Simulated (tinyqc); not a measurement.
# Worked calculation: illuminated p-n diode, drift-diffusion by the Gummel loop with Scharfetter-Gummel fluxes

Computed by the program tinyqc: `OMP_NUM_THREADS=1 python tinyqc.py 2240004 2240005 out.jsonl`, one thread of a shared Intel Xeon 2.30GHz, about 0.8 s for the whole run. Printed values are rounded.

Abrupt junction at x = 0, p side from -Lp, n side to Ln, ohmic contacts. psi is counted from the intrinsic level; n = ni exp((psi - phin)/Vt), p = ni exp((phip - psi)/Vt). Contacts: p side psi = V - Vt ln(Na/ni), p = Na, n = ni^2/Na; n side psi = Vt ln(Nd/ni), n = Nd, p = ni^2/Nd. Constant mobilities, D = mu Vt, Boltzmann statistics, SRH recombination through a mid-gap level, U = (n p - ni^2)/(tp (n + ni) + tn (p + ni)). Current is positive from the p contact to the n contact.

Parameters, values chosen for the exercise; band and dielectric values close to those of indium phosphide: temperature T = 300 K; band gap Eg = 1.35 eV; relative permittivity eps_r = 12.3; conduction-band density of states at T Nc = 5.75e17 cm^-3; valence-band density of states at T Nv = 1.12e19 cm^-3; acceptor density of the p side Na = 6.5e17 cm^-3; donor density of the n side Nd = 1.6e16 cm^-3; electron mobility mun = 2500 cm^2/(V s); hole mobility mup = 140 cm^2/(V s); SRH lifetime of electrons tn = 4e-10 s; SRH lifetime of holes tp = 4e-7 s; uniform generation rate G = 1e21 cm^-3 s^-1; bias of the p contact V = 0.52 V.

Constants: q = 1.602176634e-19 C, kB = 1.380649e-23 J/K, Vt = kB T/q, eps0 = 8.8541878128e-14 F/cm where lengths are in cm. Results are converted to the units shown.

## Intrinsic density and built-in voltage

ni = sqrt(Nc Nv) exp(-Eg/(2 Vt)), Eg in volts; Vbi = Vt ln(Na Nd/ni^2).

ni = 1.161294e7 cm^-3
Vbi = 1.183811 V

## Round 1: Poisson equation

```
node  x (nm)  phin at the start (V)  phip at the start (V)
0      -1300                   0.52                   0.52
1       -572                      0                   0.52
2       -246                      0                   0.52
3       -101                      0                   0.52
4      -35.6                      0                   0.52
5       -6.5                      0                   0.52
6        6.5                      0                   0.52
7       31.7                      0                   0.52
8       80.5                      0                   0.52
9        175                      0                   0.52
10       358                      0                   0.52
11       713                      0                   0.52
12      1400                      0                      0
```

With phin and phip held, solve a_i (psi_(i+1) - psi_i) - a_(i-1) (psi_i - psi_(i-1)) + q w_i (p_i - n_i + C_i) = 0 for the inner nodes by Newton steps to convergence; a_i = eps0 eps_r/h_i, h_i = x_(i+1) - x_i, w_i = (h_(i-1) + h_i)/2, C = -Na or +Nd.

```
node     psi (V)  n after Poisson (cm^-3)  p after Poisson (cm^-3)
0     -0.1197884              2.074773e-4                   6.5e17
1     -0.1197884               1.128720e5                   6.5e17
2     -0.1197884               1.128720e5              6.500000e17
3     -0.1197877               1.128748e5              6.499837e17
4     -0.1196222               1.135999e5              6.458348e17
5     -0.1111233               1.578168e5              4.648858e17
6     -0.0328033               3.264908e6              2.247132e16
7      0.0917757               4.043020e8              1.814653e14
8      0.2900410              8.657968e11              8.473905e10
9      0.5146080              5.128329e15               1.430618e7
10     0.5433801              1.560725e16               4.700814e6
11     0.5440188              1.599766e16               4.586096e6
12     0.5440226                   1.6e16              0.008428767
```

## Round 1: electron continuity

With psi and p held, F_i = (mun Vt/h_i) [n_(i+1) B(d_i) - n_i B(-d_i)], d_i = (psi_(i+1) - psi_i)/Vt, B(d) = d/(exp(d) - 1); solve F_i - F_(i-1) = w_i [(n_i p_i - ni^2)/den_i - G] for the new n, with den = tp (n + ni) + tn (p + ni) taken at the old n and p, h_i = x_(i+1) - x_i, w_i = (h_(i-1) + h_i)/2; phin = psi - Vt ln(n/ni).

```
node  new n (cm^-3)  phin after round 1 (V)
0       2.074773e-4               0.5200000
1       2.961051e10              -0.3225654
2       1.825557e10              -0.3100618
3        8.162984e9              -0.2892539
4        2.602410e9              -0.2595351
5        4.175543e8              -0.2037328
6        5.222784e8              -0.1311981
7        1.070987e9              -0.0251843
8       8.670721e11              -0.0000381
9       5.128422e15              -0.0000005
10      1.560749e16              -0.0000004
11      1.599784e16              -0.0000003
12           1.6e16               0.0000000
```

## Round 1: hole continuity

With psi and the new n held, F_i = (mup Vt/h_i) [p_(i+1) B(-d_i) - p_i B(d_i)], d_i = (psi_(i+1) - psi_i)/Vt, B(d) = d/(exp(d) - 1); solve F_i - F_(i-1) = w_i [(n_i p_i - ni^2)/den_i - G] for the new p, with den = tp (n + ni) + tn (p + ni) taken at the new n and the old p, h_i = x_(i+1) - x_i, w_i = (h_(i-1) + h_i)/2; phip = psi + Vt ln(p/ni).

```
node  new p (cm^-3)  phip after round 1 (V)
0            6.5e17               0.5200000
1       6.500034e17               0.5200001
2       6.500045e17               0.5200002
3       6.499886e17               0.5200002
4       6.458399e17               0.5200002
5       4.648895e17               0.5200002
6       2.247151e16               0.5200002
7       1.814783e14               0.5200019
8       9.817125e10               0.5238038
9       2.082495e10               0.7082857
10      1.757227e11               0.7921938
11      4.473310e11               0.8169884
12      0.008428767               0.0000000
```

## Course of the Gummel loop

Stop when phin and phip change by less than 1e-8 V, or after 80 rounds. J = Jn at the p contact + Jp at the n contact + q sum w_i U_i - q G sum w_i over the inner nodes, which avoids differences of large majority fluxes: Jn = (q mun Vt/h_0)[n_1 B(d_0) - n_0 B(-d_0)], Jp = (q mup Vt/h_last)[p_(N-1) B(d_last) - p_N B(-d_last)], d_i = (psi_(i+1) - psi_i)/Vt, B(d) = d/(exp(d) - 1), w_i = (h_(i-1) + h_i)/2.

Course of the iteration:
```
round   J (A/cm^2)  largest change of phin, phip (V)
1      -0.02308568                             0.323
2      -0.02308569                           1.87e-7
3      -0.02308569                          1.11e-10
```

Converged in 3 rounds.

## Recombination and current

```
node  converged psi (V)  converged n (cm^-3)  converged p (cm^-3)
0            -0.1197884          2.074773e-4               6.5e17
1            -0.1197882          2.961060e10          6.500000e17
2            -0.1197882          1.825562e10          6.500000e17
3            -0.1197875           8.163009e9          6.499837e17
4            -0.1196220           2.602417e9          6.458349e17
5            -0.1111231           4.175556e8          4.648859e17
6            -0.0328031           5.222801e8          2.247134e16
7             0.0917759           1.070992e9          1.814772e14
8             0.2900410          8.670740e11          9.817109e10
9             0.5146077          5.128371e15          2.082500e10
10            0.5433800          1.560743e16          1.757225e11
11            0.5440193          1.599810e16          4.473254e11
12            0.5440226               1.6e16          0.008428767
```

U_i as defined. J = Jn at the p contact + Jp at the n contact + q sum w_i U_i - q G sum w_i over the inner nodes, which avoids differences of large majority fluxes: Jn = (q mun Vt/h_0)[n_1 B(d_0) - n_0 B(-d_0)], Jp = (q mup Vt/h_last)[p_(N-1) B(d_last) - p_N B(-d_last)], d_i = (psi_(i+1) - psi_i)/Vt, B(d) = d/(exp(d) - 1), w_i = (h_(i-1) + h_i)/2.

U, node 0 to 12 (cm^-3 s^-1): [0, 7.402314e19, 4.563778e19, 2.040727e19, 6.506017e18, 1.043888e18, 1.305669e18, 2.661602e18, 2.453967e17, 5.206251e16, 4.393063e17, 1.118314e18, 0]
Jn at the p contact = 0.004211718 A/cm^2
Jp at the n contact = 0.003775472 A/cm^2
recombination = 8.504859e-4 A/cm^2
generation = 0.03192337 A/cm^2
J = -0.02308569 A/cm^2

A 500-node mesh gives J = -0.02292 A/cm^2; this mesh differs from it by -1.7e-4 A/cm^2 (-0.73 %).
